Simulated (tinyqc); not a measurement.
Cahn-Hilliard equation on a periodic one-dimensional grid: one step, computed by the program tinyqc.

Free energy F = h sum_j [A (c_j^2 - 1)^2/4 + (kappa/2) ((c_(j+1) - c_j)/h)^2]; dc/dt = Lap(mu), mu = A (c^3 - c) - kappa Lap(c), Lap(y)_j = (y_(j+1) - 2 y_j + y_(j-1))/h^2, mobility 1; the grid has n = 12 points.

Task: Linear stability. f'' = A (3 c0^2 - 1). Mode m has lambda_m = (4/h^2) sin^2(pi m/n) and the rate w_m = -lambda_m (f'' + kappa lambda_m). In the continuum the fastest wavelength is 2 pi sqrt(2 kappa/|f''|) with the rate f''^2/(4 kappa). Explicit steps near c = +-1, where f'' = 2A, are stable for dt < 2/(16 kappa/h^4 + 8 A/h^2).

Inputs (values chosen for the exercise, in reduced units):
```
quantity,value,unit
spacing h,1.5,-
well depth A,1.3,-
gradient coefficient kappa,1.6,-
mean composition c0,0.23,-
```

Give: f''; Modes of the grid; fastest wavelength; largest rate; explicit limit of dt.

Result:

f'' = -1.09369

Modes of the grid:
```
m,lambda_m,w_m
1,0.119,0.108
2,0.444,0.170
3,0.889,-0.292
4,1.333,-1.386
5,1.659,-2.588
6,1.778,-3.112
```

fastest wavelength = 10.75

largest rate = 0.1869

explicit limit of dt = 0.2066
